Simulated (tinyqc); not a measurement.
## Depth and level of a trap from the time ratio

Question. For an oxide trap tc/te = exp(E/Vt) with E = E0 - dpsi - (xt/tox)(Vg - VT - dpsi), dpsi being the rise of the surface potential above its value at threshold. Find xt and E0, and the depth that would be read if dpsi were ignored.

Inputs (values chosen for the exercise):
- T = 200 K (temperature)
- tox = 7.7 nm (insulator thickness)

Constants: q = 1.602176634e-19 C, kB = 1.380649e-23 J/K, Vt = kB T/q. Results are converted to the units shown.

Vg - VT (V): 0.64  0.79
tc/te: 1.8540941  0.31620125
dpsi (V): 0.064772578  0.068697719

Answer. E + dpsi is a straight line in the oxide voltage Vg - VT - dpsi with slope -xt/tox and intercept E0. Ignoring dpsi assigns the motion of the bands to the trap and overstates its depth.

xt = 1.400 nm
E0 = 0.1800 eV
depth read without dpsi = 1.565 nm

tinyqc, about 0.01 s, one thread, Intel Xeon 2.30GHz (shared host): `OMP_NUM_THREADS=1 python tinyqc.py 2710084 2710085 out.jsonl`
